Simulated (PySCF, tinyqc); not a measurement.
Inside a calculation. Method: RHF in the 6-31g basis, for H2, spin multiplicity 1. The lowest restricted solution is unstable here: a spin-polarised one lies 0.0189 hartree lower (PySCF). Computed by tinyqc, a small Python program that keeps every step (integrals from PySCF). Settings: charge = 0, multiplicity = 1, basis = 6-31g, energy threshold = 1e-10, iteration cap = 68, orthogonalisation = symmetric, start = highest core orbitals, DIIS depth = 3, method = RHF. Command: `OMP_NUM_THREADS=1 python tinyqc.py 27351 27352 out.jsonl` (the two numbers bound the seeds that draw the settings). One thread of a shared host (Intel(R) Xeon(R) Processor @ 2.60GHz), about 0.04 s of CPU time with the checks. Later iterations appear only in the table of the cycle.

## One-electron integrals

Geometry (angstrom):

| atom | x | y | z |
|---|---|---|---|
| H | 0.000000 | 0.000000 | 0.000000 |
| H | 0.000000 | 0.000000 | 1.479000 |

Basis 6-31g: exponents (1/bohr^2) and contraction coefficients of normalised primitives:

| element | l (shell) | exponent | coefficient |
|---|---|---|---|
| H | s (1) | 18.731137 | 0.033495 |
| H | s (1) | 2.825394 | 0.234727 |
| H | s (1) | 0.640122 | 0.813757 |
| H | s (2) | 0.161278 | 1.000000 |

Overlap, kinetic and nuclear-attraction integrals over the contracted functions; the nuclear repulsion is the sum of Za Zb / Rab.

nuclear repulsion = 0.35779392 hartree

overlap S, lower triangle:
```
          1H 1s     1H 2s     2H 1s     2H 2s
1H 1s  1.000000
1H 2s  0.658292  1.000000
2H 1s  0.058873  0.236030  1.000000
2H 2s  0.236030  0.532640  0.658292  1.000000
```

kinetic energy T (hartree), lower triangle:
```
           1H 1s     1H 2s     2H 1s     2H 2s
1H 1s   1.395678
1H 2s   0.259735  0.241917
2H 1s  -0.047118  0.029270  1.395678
2H 2s   0.029270  0.074743  0.259735  0.241917
```

nuclear attraction V (hartree), lower triangle:
```
           1H 1s      1H 2s      2H 1s      2H 2s
1H 1s  -2.011023
1H 2s  -0.977760  -0.989780
2H 1s  -0.085315  -0.347557  -2.011023
2H 2s  -0.347557  -0.562818  -0.977760  -0.989780
```

core Hamiltonian H = T + V (hartree), lower triangle:
```
           1H 1s      1H 2s      2H 1s      2H 2s
1H 1s  -0.615345
1H 2s  -0.718025  -0.747863
2H 1s  -0.132434  -0.318288  -0.615345
2H 2s  -0.318288  -0.488075  -0.718025  -0.747863
```

## Two-electron integrals

Functions are numbered as in S; the eight-fold symmetry (ij|kl) = (ji|kl) = (kl|ij) leaves the list below.

Two-electron integrals (ij|kl) in chemists' order, unique and non-zero (hartree):
```
(11|11) 1.076566   (21|11) 0.578470   (21|21) 0.329423   (22|11) 0.587396
(22|21) 0.361304   (22|22) 0.453150   (31|11) 0.038794   (31|21) 0.023671
(31|22) 0.028874   (31|31) 0.003117   (32|11) 0.102134   (32|21) 0.065911
(32|22) 0.091346   (32|31) 0.009926   (32|32) 0.041612   (33|11) 0.357530
(33|21) 0.234674   (33|22) 0.343432   (33|31) 0.038794   (33|32) 0.195622
(33|33) 1.076566   (41|11) 0.195622   (41|21) 0.112900   (41|22) 0.126490
(41|31) 0.009926   (41|32) 0.028344   (41|33) 0.102134   (41|41) 0.041612
(42|11) 0.265319   (42|21) 0.166412   (42|22) 0.218251   (42|31) 0.017950
(42|32) 0.064739   (42|33) 0.265319   (42|41) 0.064739   (42|42) 0.128561
(43|11) 0.234674   (43|21) 0.153490   (43|22) 0.222537   (43|31) 0.023671
(43|32) 0.112900   (43|33) 0.578470   (43|41) 0.065911   (43|42) 0.166412
(43|43) 0.329423   (44|11) 0.343432   (44|21) 0.222537   (44|22) 0.317565
(44|31) 0.028874   (44|32) 0.126490   (44|33) 0.587396   (44|41) 0.091346
(44|42) 0.218251   (44|43) 0.361304   (44|44) 0.453150
```

## Orthogonalisation

S = U s U^T; symmetric (Loewdin) form X = U s^(-1/2) U^T, so that X^T S X = 1.

eigenvalues of S: 0.220076  0.370593  1.188412  2.220919

X, lower triangle:
```
           1H 1s      1H 2s      2H 1s     2H 2s
1H 1s   1.254327
1H 2s  -0.499582   1.426994
2H 1s   0.026912   0.029950   1.254327
2H 2s   0.029950  -0.394542  -0.499582  1.426994
```

## Starting guess

The start is the highest orbitals of the core Hamiltonian (a deliberately bad start); D = 2 C_occ C_occ^T.

D at the start, lower triangle:
```
           1H 1s      1H 2s      2H 1s     2H 2s
1H 1s   1.662621
1H 2s  -1.311088   1.033880
2H 1s   1.662621  -1.311088   1.662621
2H 2s  -1.311088   1.033880  -1.311088  1.033880
```

## Iteration 1: building the Fock matrix

J_ij = sum D_kl (ij|kl), K_ij = sum D_kl (ik|jl); F = H + J - 0.5 K; E = tr D H + tr D J / 2 - 0.25 tr D K + E_nn.

Coulomb J (hartree), lower triangle:
```
          1H 1s     1H 2s     2H 1s     2H 2s
1H 1s  1.111364
1H 2s  0.643230  0.789605
2H 1s  0.059989  0.234833  1.111364
2H 2s  0.234833  0.446825  0.643230  0.789605
```

exchange K (hartree), lower triangle:
```
           1H 1s      1H 2s     2H 1s     2H 2s
1H 1s   0.423256
1H 2s   0.047874   0.095723
2H 1s   0.081635  -0.014968  0.423256
2H 2s  -0.014968   0.068944  0.047874  0.095723
```

Fock matrix F (hartree), lower triangle:
```
           1H 1s      1H 2s      2H 1s      2H 2s
1H 1s   0.284392
1H 2s  -0.098732  -0.006119
2H 1s  -0.113262  -0.075970   0.284392
2H 2s  -0.075970  -0.075721  -0.098732  -0.006119
```

total energy of this density = 1.21211592 hartree

## Iteration 1: diagonalisation and new density

Diagonalise F' = X^T F X, C = X C', fill 1 alpha and 1 beta electrons from the bottom; D = 2 C_occ C_occ^T. Each column has its largest component positive (the first on a tie).

F' = X^T F X (hartree), lower triangle:
```
           1          2          3         4
1   0.560651
2  -0.357893   0.253138
3  -0.087538   0.024973   0.560651
4   0.024973  -0.133216  -0.357893  0.253138
```

orbital energies (hartree): MO1 -0.080340, MO2 0.112641, MO3 0.673375, MO4 0.921902

coefficients C:
```
            MO1        MO2        MO3        MO4
1H 1s  0.182429   0.200152   0.947514  -0.923805
1H 2s  0.454418   0.830038  -0.660878   1.053678
2H 1s  0.182429  -0.200152   0.947514   0.923805
2H 2s  0.454418  -0.830038  -0.660878  -1.053678
```

D after iteration 1, lower triangle:
```
          1H 1s     1H 2s     2H 1s     2H 2s
1H 1s  0.066561
1H 2s  0.165798  0.412991
2H 1s  0.066561  0.165798  0.066561
2H 2s  0.165798  0.412991  0.165798  0.412991
```

## Iteration 2: building the Fock matrix

As before.

Coulomb J (hartree), lower triangle:
```
          1H 1s     1H 2s     2H 1s     2H 2s
1H 1s  1.072562
1H 2s  0.655275  0.830204
2H 1s  0.066537  0.247068  1.072562
2H 2s  0.247068  0.477468  0.655275  0.830204
```

exchange K (hartree), lower triangle:
```
          1H 1s     1H 2s     2H 1s     2H 2s
1H 1s  0.591344
1H 2s  0.582561  0.680730
2H 1s  0.281531  0.426659  0.591344
2H 2s  0.426659  0.584035  0.582561  0.680730
```

Fock matrix F (hartree), lower triangle:
```
           1H 1s      1H 2s      2H 1s      2H 2s
1H 1s   0.161546
1H 2s  -0.354031  -0.258024
2H 1s  -0.206663  -0.284549   0.161546
2H 2s  -0.284549  -0.302625  -0.354031  -0.258024
```

total energy of this density = -0.99234439 hartree

## Iteration 2: DIIS over 2 matrices

error matrix X^T (FDS - SDF) X:
```
          1          2         3          4
1  0.000000  -0.074780  0.000000  -0.074780
2  0.074780   0.000000  0.074780   0.000000
3  0.000000  -0.074780  0.000000  -0.074780
4  0.074780   0.000000  0.074780   0.000000
```

B (overlaps of the stored error matrices):
```
               1              2
1  9.0747756e-02  6.3715835e-02
2  6.3715835e-02  4.4736177e-02
```

Minimise |sum c_i e_i|^2 with sum c_i = 1: solve [B -1; -1 0][c; lambda] = [0; -1] with B_ij = tr e_i^T e_j, and take F = sum c_i F_i.

DIIS coefficients: -2.357059  3.357059

extrapolated F (hartree), lower triangle:
```
           1H 1s      1H 2s      2H 1s      2H 2s
1H 1s  -0.128010
1H 2s  -0.955784  -0.851778
2H 1s  -0.426814  -0.776182  -0.128010
2H 2s  -0.776182  -0.837449  -0.955784  -0.851778
```

## Iteration 2: diagonalisation and new density

As before.

F' = X^T F X (hartree), lower triangle:
```
           1          2          3         4
1   0.740274
2  -1.076231   0.069637
3   0.060663  -0.443931   0.740274
4  -0.443931  -0.313080  -1.076231  0.069637
```

orbital energies (hartree): MO1 -1.328604, MO2 -0.118328, MO3 1.180655, MO4 1.886097

coefficients C:
```
            MO1        MO2        MO3        MO4
1H 1s  0.256090   0.245562  -0.912784   0.930313
1H 2s  0.401254   0.776950   1.093411  -0.694443
2H 1s  0.256090  -0.245562   0.912784   0.930313
2H 2s  0.401254  -0.776950  -1.093411  -0.694443
```

D after iteration 2, lower triangle:
```
          1H 1s     1H 2s     2H 1s     2H 2s
1H 1s  0.131164
1H 2s  0.205514  0.322009
2H 1s  0.131164  0.205514  0.131164
2H 2s  0.205514  0.322009  0.205514  0.322009
```

## Iteration 3: building the Fock matrix

As before.

Coulomb J (hartree), lower triangle:
```
          1H 1s     1H 2s     2H 1s     2H 2s
1H 1s  1.125493
1H 2s  0.680026  0.847911
2H 1s  0.068769  0.255747  1.125493
2H 2s  0.255747  0.487681  0.680026  0.847911
```

exchange K (hartree), lower triangle:
```
          1H 1s     1H 2s     2H 1s     2H 2s
1H 1s  0.675961
1H 2s  0.620326  0.674891
2H 1s  0.310727  0.447926  0.675961
2H 2s  0.447926  0.576150  0.620326  0.674891
```

Fock matrix F (hartree), lower triangle:
```
           1H 1s      1H 2s      2H 1s      2H 2s
1H 1s   0.172168
1H 2s  -0.348162  -0.237397
2H 1s  -0.219028  -0.286504   0.172168
2H 2s  -0.286504  -0.288468  -0.348162  -0.237397
```

total energy of this density = -1.00056787 hartree

## Iteration 3: DIIS over 3 matrices

error matrix X^T (FDS - SDF) X:
```
           1         2          3         4
1   0.000000  0.022641   0.000000  0.022641
2  -0.022641  0.000000  -0.022641  0.000000
3   0.000000  0.022641   0.000000  0.022641
4  -0.022641  0.000000  -0.022641  0.000000
```

B (overlaps of the stored error matrices), lower triangle:
```
                1               2              3
1   9.0747756e-02
2   6.3715835e-02   4.4736177e-02
3  -1.9291358e-02  -1.3544853e-02  4.1009995e-03
```

As before.

DIIS coefficients: 0.020297  0.205500  0.774204

extrapolated F (hartree), lower triangle:
```
           1H 1s      1H 2s      2H 1s      2H 2s
1H 1s   0.172263
1H 2s  -0.344305  -0.236942
2H 1s  -0.214341  -0.281829   0.172263
2H 2s  -0.281829  -0.287060  -0.344305  -0.236942
```

## Iteration 3: diagonalisation and new density

As before.

F' = X^T F X (hartree), lower triangle:
```
           1          2          3         4
1   0.623282
2  -0.571892   0.217284
3  -0.054421  -0.115074   0.623282
4  -0.115074  -0.177935  -0.571892  0.217284
```

orbital energies (hartree): MO1 -0.432114, MO2 0.058306, MO3 1.014616, MO4 1.040323

coefficients C:
```
            MO1        MO2        MO3        MO4
1H 1s  0.238847   0.213808  -0.920740   0.934888
1H 2s  0.414023   0.814345   1.065852  -0.686906
2H 1s  0.238847  -0.213808   0.920740   0.934888
2H 2s  0.414023  -0.814345  -1.065852  -0.686906
```

D after iteration 3, lower triangle:
```
          1H 1s     1H 2s     2H 1s     2H 2s
1H 1s  0.114096
1H 2s  0.197777  0.342830
2H 1s  0.114096  0.197777  0.114096
2H 2s  0.197777  0.342830  0.197777  0.342830
```

## Iteration 7 (converged): orbitals

converged F (hartree), lower triangle:
```
           1H 1s      1H 2s      2H 1s      2H 2s
1H 1s   0.169571
1H 2s  -0.349804  -0.242456
2H 1s  -0.216266  -0.286282   0.169571
2H 2s  -0.286282  -0.292000  -0.349804  -0.242456
```

As before.

F' = X^T F X (hartree), lower triangle:
```
           1          2          3         4
1   0.624349
2  -0.576438   0.215978
3  -0.053399  -0.118039   0.624349
4  -0.118039  -0.179141  -0.576438  0.215978
```

orbital energies (hartree): MO1 -0.440161, MO2 0.056747, MO3 1.016121, MO4 1.047948

coefficients C:
```
            MO1        MO2        MO3        MO4
1H 1s  0.239195   0.214191  -0.920651   0.934799
1H 2s  0.413767   0.813903   1.066190  -0.687060
2H 1s  0.239195  -0.214191   0.920651   0.934799
2H 2s  0.413767  -0.813903  -1.066190  -0.687060
```

D after iteration 7, lower triangle:
```
          1H 1s     1H 2s     2H 1s     2H 2s
1H 1s  0.114429
1H 2s  0.197942  0.342406
2H 1s  0.114429  0.197942  0.114429
2H 2s  0.197942  0.342406  0.197942  0.342406
```

## Convergence

Stop when the energy changes by less than 1e-10 hartree and every element of the error matrix X^T (F D S - S D F) X is below 3e-06.

Course of the cycle:

| iteration | E (hartree) | change | largest element of the error matrix |
|---|---|---|---|
| 1 | 1.21211592 | - | 1.07e-01 |
| 2 | -0.99234439 | -2.20e+00 | 7.48e-02 |
| 3 | -1.00056787 | -8.22e-03 | 2.26e-02 |
| 4 | -1.00138764 | -8.20e-04 | 4.65e-04 |
| 5 | -1.00138799 | -3.46e-07 | 2.36e-05 |
| 6 | -1.00138799 | -8.95e-10 | 1.20e-07 |
| 7 | -1.00138799 | -2.40e-14 | 1.14e-10 |

PySCF RHF in the same basis = -1.00138799 hartree

Converged in 7 iterations.

## Populations, bond orders and dipole

Mulliken: Z minus the diagonal of D S on the atom; Loewdin: the same with S^(1/2) D S^(1/2); Mayer order: 2 sum_s sum (D(s) S)_ij (D(s) S)_ji over the two atoms.

Charges (e):

| atom | Mulliken | Loewdin |
|---|---|---|
| 1H | 0 | 0 |
| 2H | 0 | 0 |

Mayer bond orders:

| pair | order |
|---|---|
| 2-1 | 1.000000 |

dipole moment about the origin, x y z (debye): 0.000000  0.000000  0.000000
